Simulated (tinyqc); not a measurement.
On-chip power grid, static voltage drop by conjugate gradients: one step of the calculation.

A grid of 4 rows and 4 columns, node k = 4 row + column. Neighbours in a row are joined by Rx, in a column by Ry; pad nodes, which reach the supply through Rp: 0, 12. Each node draws I0, node 5 draws kh I0. The drops u = Vdd - V solve G u = i, with G the conductance matrix (1/Rp added on the diagonal at pad nodes).

Task. Diagonal of G, loads and first direction. G_kk = sum of the conductances at node k. Start u = 0, so the residual is r = i; p = r.

Inputs (values chosen for the exercise):

| symbol | value | unit | meaning |
|---|---|---|---|
| Rx | 0.3 | ohm | resistance of a horizontal segment |
| Ry | 1.1 | ohm | resistance of a vertical segment |
| Rp | 0.47 | ohm | resistance from a pad node to the supply |
| I0 | 2.8 | mA | load current of an ordinary node |
| kh | 3 |  | factor on the load at the hot node |

Wanted: G_kk; r at the start; p at the start.

Result.

G_kk (S):

|  | col 0 | col 1 | col 2 | col 3 |
|---|---|---|---|---|
| row 0 | 6.3701 | 7.5758 | 7.5758 | 4.2424 |
| row 1 | 5.1515 | 8.4848 | 8.4848 | 5.1515 |
| row 2 | 5.1515 | 8.4848 | 8.4848 | 5.1515 |
| row 3 | 6.3701 | 7.5758 | 7.5758 | 4.2424 |

r at the start (mA):

|  | col 0 | col 1 | col 2 | col 3 |
|---|---|---|---|---|
| row 0 | 2.8000 | 2.8000 | 2.8000 | 2.8000 |
| row 1 | 2.8000 | 8.4000 | 2.8000 | 2.8000 |
| row 2 | 2.8000 | 2.8000 | 2.8000 | 2.8000 |
| row 3 | 2.8000 | 2.8000 | 2.8000 | 2.8000 |

p at the start (mA):

|  | col 0 | col 1 | col 2 | col 3 |
|---|---|---|---|---|
| row 0 | 2.8000 | 2.8000 | 2.8000 | 2.8000 |
| row 1 | 2.8000 | 8.4000 | 2.8000 | 2.8000 |
| row 2 | 2.8000 | 2.8000 | 2.8000 | 2.8000 |
| row 3 | 2.8000 | 2.8000 | 2.8000 | 2.8000 |

Numbers from tinyqc (`OMP_NUM_THREADS=1 python tinyqc.py 2770134 2770135 out.jsonl`; about 0.08 s on one thread of a shared Intel Xeon 2.30GHz).
